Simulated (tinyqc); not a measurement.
p-i-n power rectifier, conductivity modulation at high injection: one step of the calculation.

A drift layer from x = -d to d (2 d = W) between ideal p+ and n+ emitters (no recombination in them). High injection, n = p, ambipolar diffusion with one lifetime; both mobilities scale as (T/300 K)^(-bt).

Task. Carrier profile. Da = 2 mun mup Vt/(mun + mup), La = sqrt(Da tau), B = (mun - mup)/(mun + mup) with mun = mud (T/300 K)^(-bt), mup likewise; n(x) = (tau J/(2 q La)) [cosh(x/La)/sinh(d/La) - B sinh(x/La)/cosh(d/La)]. 9 equal steps.

Parameters, values chosen for the exercise; bulk values close to those of 4H silicon carbide: temperature T = 450 K; drift mobility at 300 K mud = 828 cm^2/(V s); temperature exponent of the drift mobility bt = 2.5; hole mobility at 300 K mup = 108 cm^2/(V s); forward current density J = 200 A/cm^2; high-level lifetime tau = 1.4e-6 s.

Constants: q = 1.602176634e-19 C, kB = 1.380649e-23 J/K, Vt = kB T/q. Results are converted to the units shown.

W = 77.816823 um

Give: Da; La; B; x; n.

Result.

Da = 2.6888 cm^2/s
La = 19.402 um
B = 0.76923

| point | x (um) | n (cm^-3) |
|---|---|---|
| 0 | -38.908 | 8.0110e17 |
| 1 | -30.262 | 5.1501e17 |
| 2 | -21.616 | 3.3291e17 |
| 3 | -12.969 | 2.1802e17 |
| 4 | -4.323 | 1.4715e17 |
| 5 | 4.323 | 1.0598e17 |
| 6 | 12.969 | 8.6218e16 |
| 7 | 21.616 | 8.3861e16 |
| 8 | 30.262 | 9.8436e16 |
| 9 | 38.908 | 1.3289e17 |

d/La = 2.01.

Program tinyqc, `OMP_NUM_THREADS=1 python tinyqc.py 2230064 2230065 out.jsonl`; Intel Xeon 2.30GHz, shared host, one thread, about 0.01 s.
